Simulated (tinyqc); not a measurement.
# Band offsets from two capacitances

Question. A p-n heterojunction (1: p-type, 2: n-type) in the depletion approximation obeys 1/C^2 = 2 (er1 N1 + er2 N2)(Vbi - V)/(q eps0 er1 er2 N1 N2), with Vbi = dEc + Eg1 - Vt ln(Nc2 Nv1/(N1 N2)), dEc = Ec2 - Ec1 and dEv = Eg2 - Eg1 - dEc. Find N2, Vbi, dEc and dEv.

Values chosen for this exercise; band and dielectric values those of a made-up pair: temperature T = 300 K; band gap of material 1 Eg1 = 2.06 eV; relative permittivity of material 1 er1 = 10.3; valence-band density of states of material 1 Nv1 = 1.24e19 cm^-3; band gap of material 2 Eg2 = 1.61 eV; relative permittivity of material 2 er2 = 13.9; conduction-band density of states of material 2 Nc2 = 4.88e17 cm^-3; acceptor density of material 1 N1 = 8.6e15 cm^-3.

Constants: q = 1.602176634e-19 C, kB = 1.380649e-23 J/K, Vt = kB T/q, eps0 = 8.8541878128e-14 F/cm where lengths are in cm. Results are converted to the units shown.

C at V = -0.2 and -2.9 V (nF/cm^2): [16.786293, 10.454011]

Answer. The slope of 1/C^2 against -V is (2/(q eps0)) (1/(er2 N2) + 1/(er1 N1)), which gives N2; the intercept is Vbi, and the offsets follow.

N2 = 2.10e16 cm^-3
Vbi = 1.51 V
dEc = -0.280 eV
dEv = -0.170 eV

tinyqc, about 0.02 s, one thread, Intel Xeon 2.30GHz (shared host): `OMP_NUM_THREADS=1 python tinyqc.py 2040023 2040024 out.jsonl`
